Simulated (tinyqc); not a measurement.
# Undoped symmetric double-gate MOSFET, analytic potential model: what changes with what

An undoped body of thickness ts between two equal insulators and tied gates; long channel, electrons only, n = ni exp((psi - V)/Vt) with V the quasi-Fermi potential (0 at the source, Vd at the drain), constant mobility, no quantisation. Across the body psi(x) = V - 2 Vt ln[(ts/(2 beta)) sqrt(q ni/(2 eps0 eps_r Vt)) cos(2 beta x/ts)], x from the centre. Q is the electron charge per area of the whole body.

Inputs (values chosen for the exercise); material values close to those of germanium:
- T = 400 K (temperature)
- Eg = 0.648 eV (band gap)
- eps_r = 16.2 (relative permittivity of the semiconductor)
- Nc = 1.6e19 cm^-3 (conduction-band density of states at T)
- Nv = 9.27e18 cm^-3 (valence-band density of states at T)
- eox = 7.59 (relative permittivity of the gate insulator)
- tox = 1.4 nm (insulator thickness)
- ts = 12 nm (body thickness)
- dphi = 0 V (gate work function less that of the intrinsic body)
- mu = 650 cm^2/(V s) (channel mobility)
- L = 1 um (gate length)
- Vd = 0.3 V (drain voltage)

Constants: q = 1.602176634e-19 C, kB = 1.380649e-23 J/K, Vt = kB T/q, eps0 = 8.8541878128e-14 F/cm where lengths are in cm. Results are converted to the units shown.

Each table varies one quantity; the others keep the values above.

## Output curve

ni = sqrt(Nc Nv) exp(-Eg/(2 Vt)), Eg in volts; r = eps_r tox/(eox ts); V0 = dphi + 2 Vt ln[(2/ts) sqrt(2 eps0 eps_r Vt/(q ni))]. beta (between 0 and pi/2) solves (Vg - V0 - V)/(2 Vt) = ln(beta) - ln(cos beta) + 2 r beta tan(beta). Q = 8 eps0 eps_r Vt beta tan(beta)/ts; I = mu (1/L)(4 eps0 eps_r/ts)(2 Vt)^2 [g(beta_s) - g(beta_d)] per width, g = beta tan(beta) - beta^2/2 + r beta^2 tan^2(beta), with beta_s at V = 0 and beta_d at V = Vd.

In this table Vg = 0.64 V.

Results:
```
Vd (V),Qd (nC/cm^2),Qd/Qs,I (uA/um)
0.08,1779,0.7520,107.6
0.15,1301,0.5500,177.5
0.21,928.1,0.3923,220.9
0.28,550.1,0.2325,254.3
0.35,256.7,0.1085,272.2
0.41,95.58,0.04040,278.8
0.48,18.33,0.007748,281.0
0.61,0.4616,1.951e-4,281.4
```

Estimate the missing row, Vd = 0.54 V.

Computed row:
```
Vd (V),Qd (nC/cm^2),Qd/Qs,I (uA/um)
0.54,3.464,0.001464,281.4
```

With this row back in the table: The current rises from 108 to 281 uA/um, while the charge at the drain end falls from 0.75 to 2.0e-4 of that at the source. The current first comes within 1 % of its last value at Vd = 0.41 V among the rows. Over the last rows Qd falls by a factor of e for each Vt of drain voltage: the drain end is in weak inversion. In every row the surface density at the source passes 0.3 Nc, where Boltzmann statistics fail.

## Transfer curve and volume inversion

Same model as above.

The drop is psi(surface) - psi(centre) at the source end; C = dQs/dVg, Cg = 2 eps0 eox/tox; gm = dI/dVg.

Transfer curve and volume inversion:
```
Vg (V),Qs (nC/cm^2),drop (mV),C/Cg,I (uA/um),gm/I (1/V)
-0.04,0.06070,0.006347,1.834e-4,0.001360,29.01
0.05,0.8231,0.08604,0.002477,0.01848,28.95
0.14,10.66,1.109,0.03059,0.2453,28.25
0.22,77.91,7.836,0.1707,2.080,24.34
0.31,330.2,29.51,0.4059,13.01,16.49
0.4,757.5,56.99,0.5714,44.06,11.12
0.49,1301,82.01,0.6802,102.9,7.970
0.57,1850,100.8,0.7456,179.3,6.009
0.66,2518,118.6,0.7966,286.0,4.472
```

What does the table show?

The current rises from 0.00136 to 286 uA/um. In the first row gm/I is 29.0 1/V, 0.015 % below 1/Vt: with no depletion charge the whole body follows the gate, and the swing is ideal. The drop between surface and centre goes from 0.0063 to 119 mV and passes Vt at Vg = 0.4 V among the rows; below that the density varies across the body by less than a factor of e (volume inversion). C reaches 0.80 of Cg in the last row. For Vg = 0.4 to 0.66 V the surface density at the source passes 0.3 Nc, where Boltzmann statistics fail.

Program tinyqc, `OMP_NUM_THREADS=1 python tinyqc.py 2440013 2440014 out.jsonl`; Intel Xeon 2.30GHz, shared host, one thread, about 0.01 s.
